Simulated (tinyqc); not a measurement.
Character of the line: straight dislocations in isotropic elasticity: fields, energies, partials, Peierls stress and walls. Computed by tinyqc, a small Python program. Command: `OMP_NUM_THREADS=1 python tinyqc.py 3002110 3002111 out.jsonl disloc walk`. One thread of a shared host (Intel(R) Xeon(R) Processor @ 2.30GHz), about 0.01 s of CPU time with the checks.

The line runs along z, the glide plane is y = 0, and beta is the angle between b and the line (0 screw, 90 degrees edge): b_e = b sin(beta) along +x with the extra half plane at y > 0, b_s = b cos(beta). Stress is positive in tension.

Inputs (values chosen for the exercise, modelled on gold):
```
quantity,value,unit
shear modulus G,27.2,GPa
Poisson ratio nu,0.432,-
Burgers vector b,2.884,angstrom
stacking-fault energy gamma,28.7,mJ/m^2
dislocation density rho,3.8e+11,1/m^2
core radius r0/b,1,-
```

Character: edge.

Constants: 1 eV/angstrom^3 = 160.2176634 GPa.

Method:
- Energy factor K = G [cos^2(beta) + sin^2(beta)/(1 - nu)].
- E = K b^2/(4 pi) ln(R/r0) with R = 1/(2 sqrt(rho)); tension T = E + d^2E/d(beta)^2 = G b^2 [1 + nu - 3 nu sin^2(beta)]/(4 pi (1 - nu)) ln(R/r0). The core energy is taken into r0.
- Shockley partials have b_p = b/sqrt(3) at the angles beta -/+ 30 degrees; their repulsion balances the fault at d = G b_p^2/(8 pi gamma) (2 - nu)/(1 - nu) [1 - 2 nu cos(2 beta)/(2 - nu)].
- E = K b^2/(4 pi) ln(R/r0); T = G b^2 [1 + nu - 3 nu sin^2(beta)]/(4 pi (1 - nu)) ln(R/r0).

ln(R/r0) = 7.94181

From screw to edge:
```
beta (degrees),K (GPa),E (eV/nm),T (eV/nm),d (nm)
0,27.200,8.924,22.498,1.2958
15,28.586,9.379,21.135,1.5089
30,32.372,10.621,17.408,2.0910
45,37.544,12.318,12.318,2.8861
60,42.715,14.014,7.227,3.6813
75,46.502,15.257,3.501,4.2634
90,47.887,15.711,2.137,4.4764
```

The edge costs 1/(1 - nu) = 1.761 times the screw in energy, yet its tension is only (1 - 2 nu)/(1 + nu) = 0.095 of the screw value, so loops under stress are elongated along b. The edge splits 3.45 times as widely, (2 + nu)/(2 - 3 nu), since there the larger, edge parts of the partials repel with the factor 1/(1 - nu) and the small screw parts attract, while in the screw the roles are exchanged.
